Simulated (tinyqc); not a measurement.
Slope factor and drain-induced lowering from three currents.

Problem. With source and body at 0 V, I = A exp((Vg + dd Vd)/(nf Vt)) (1 - exp(-Vd/Vt)). Find nf, the swing nf Vt ln 10 and dd.

Inputs (values chosen for the exercise):
```
symbol  value  unit      meaning
T         300     K  temperature
```

Constants: q = 1.602176634e-19 C, kB = 1.380649e-23 J/K, Vt = kB T/q. Results are converted to the units shown.

currents at (Vg, Vd) = (0, 0.05), (0, 0.7) and (0.09, 0.7) V (nA/um): [9.3699553e-5, 0.0013536239, 0.024628761]

Solution. The pair at equal Vd gives nf; the pair at equal Vg, after dividing out the factors 1 - exp(-Vd/Vt), gives dd.

nf = 1.20
swing = 71.4 mV/decade
dd = 0.120

tinyqc, about 0.03 s, one thread, Intel Xeon 2.30GHz (shared host): `OMP_NUM_THREADS=1 python tinyqc.py 2242024 2242025 out.jsonl`
